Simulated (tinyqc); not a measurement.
Hall factor, magnetoresistance and optical conductivity for a power-law relaxation time: one step, computed by the program tinyqc. Command: `OMP_NUM_THREADS=1 python tinyqc.py 3015067 3015068 out.jsonl magneto walk`. One thread of a shared host (Intel(R) Xeon(R) Processor @ 2.30GHz), about 0.01 s of CPU time with the checks.

One spherical parabolic band, tau(E) = tau_0 x^s with x = E/(k_B T). Landau quantisation is left out.

Question. Response at frequency f. <y> = int y x^(3/2) f (1 - f) dx / int x^(3/2) f (1 - f) dx, f = 1/(1 + exp(x - eta)). Integrals over x = E/(k_B T) use 160 Gauss-Legendre points in u = sqrt(x) from 0 to sqrt(max(eta, 0) + 45). sigma(w) = (n e^2/m) <tau/(1 - i w tau)>, w = 2 pi f; eps = eps_inf + i sigma/(eps_0 w); N = sqrt(eps); absorption coefficient 2 w Im N/c; reflectivity |(N - 1)/(N + 1)|^2; plasma frequency sqrt(n e^2/(eps_inf eps_0 m))/(2 pi).

Inputs (values chosen for the exercise, with a mass close to that of electrons in GaAs): effective mass m = 0.067 m_0; exponent s = 1.5; tau_0 = 110 fs; reduced Fermi level eta = -8; temperature T = 350 K; frequency f = 9.8 THz; background permittivity eps_inf = 15.6.

density n = 1.839488e+14 1/cm^3

Constants: e = 1.602176634e-19 C; m_0 = 9.1093837015e-31 kg; eps_0 = 8.8541878128e-12 F/m; c = 299792458 m/s.

Give: sigma(w); permittivity; refractive index; absorption coefficient; reflectivity; plasma frequency.

Answer.

sigma(w) = 0.00102+0.01226i S/cm

permittivity = 15.60

refractive index = 3.949

absorption coefficient = 0.09735 1/cm

reflectivity = 0.3551

plasma frequency = 0.1191 THz

Caution: the photon energy exceeds the typical carrier energy, so the classical sigma(w) is only a rough guide to the absorption.
